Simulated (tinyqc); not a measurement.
# Exponent and activation energy from three stresses

Problem. Oxide breakdown follows t63 = a V^(-n) exp(Ea q/(kB T)). Find n, Ea and the E-model slope gamma = n/E (cm/MV) at the higher voltage, E = V/tox.

Values chosen for this exercise:
```
symbol,value,unit,meaning
tox,7.8,nm,oxide thickness
```

Constants: q = 1.602176634e-19 C, kB = 1.380649e-23 J/K. Results are converted to the units shown.

t63 at (6 V, 423 K), (7.96 V, 423 K) and (7.96 V, 448 K) (s): 3.6737367e5  10.541946  5.1337479

Answer. The two voltages give n and the two temperatures Ea.

n = 37.00
Ea = 0.4700 eV
gamma = 3.626 cm/MV

Computed by the program tinyqc: `OMP_NUM_THREADS=1 python tinyqc.py 2070095 2070096 out.jsonl`, one thread of a shared Intel Xeon 2.30GHz, about 0.01 s for the whole run.
